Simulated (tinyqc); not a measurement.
Nudged elastic band on a two-dimensional model surface: one step, computed by the program tinyqc.

V(x, y) = h u^2 + t x + (kappa/2)(y + c u)^2 with u = x^2/w^2 - 1; the path runs from the minimum near (-w, 0) to that near (w, 0).

Task: Stationary points. Newton steps x(new) = x - H^-1 grad V (moves limited to 0.3 angstrom) from (-w, 0), (w, 0) and (0, c) give the two minima and the saddle.

Inputs (values chosen for the exercise, for a model surface): height h = 1.3 eV; half width w = 0.81 angstrom; transverse stiffness kappa = 3.9 eV/angstrom^2; curvature c = 0.56 angstrom; tilt t = -0.35 eV/angstrom.

Surface: curved double well. Climbing image: on.

Give: positions; energies; barrier from the start.

Result:

positions (angstrom), rows start, end, saddle, columns x, y:
$$\begin{pmatrix}
-0.78694 & 0.03143 \\
0.83124 & -0.02975 \\
-0.04429 & 0.55833
\end{pmatrix}$$

energies (eV): start 0.2795, end -0.2873, saddle 1.3077

barrier from the start = 1.0282 eV
